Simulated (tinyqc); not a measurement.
Thickness, silicon consumed, volume change, sheet resistance: thermodynamics of metal silicides: hull, first phase, silicon consumed, nucleation and stability against SiO2. Computed by tinyqc, a small Python program. Command: `OMP_NUM_THREADS=1 python tinyqc.py 3014606 3014607 out.jsonl silphase walk`. One thread of a shared host (Intel(R) Xeon(R) Processor @ 2.30GHz), about 0.01 s of CPU time with the checks.

Entropies of formation of the solids are neglected, so heats stand for free energies. Si fractions: M5Si3 0.3750, MSi 0.5000, MSi2 0.6667.

Inputs (values chosen for the exercise, for a model metal): molar volume of M = 10.64 cm^3/mol; molar volume of Si = 12.06 cm^3/mol; metal thickness t = 33 nm.

Phases: M5Si3, MSi, MSi2.

volumes of the three phases per mole of M (cm^3/mol): 15.2  18.1  26.1

resistivities of the three phases (microohm cm): 26  16  15

Method. Per phase M_a Si_b, for ample silicon (not limited to t_Si): silicide thickness = t V/V_M; silicon consumed = t (b/a) V_Si/V_M; net volume change = V/(V_M + (b/a) V_Si) - 1; the top surface lies (silicide thickness - silicon consumed) above the old interface; sheet resistance = resistivity/thickness.

Films:
```
phase  thickness (nm)  Si consumed (nm)  volume change (%)  top above old interface (nm)  sheet resistance (ohm)
M5Si3          47.143            22.442            -14.970                        24.700                  5.5152
MSi            56.137            37.404            -20.264                        18.733                  2.8502
MSi2           80.949            74.808            -24.914                         6.141                  1.8530
```

silicon consumed by MSi = 37.404 nm

sheet resistance of MSi = 2.8502 ohm

What does the comparison show, and why?

For a given sheet resistance the silicon consumed goes as resistivity x (b/a)/V: M5Si3 1.03, MSi 0.884, MSi2 1.15. It is least for MSi, which matters on shallow junctions and thin silicon. All three reactions shrink the total volume.

Extremes, crossings and ranges named in words are read from the listed rows.
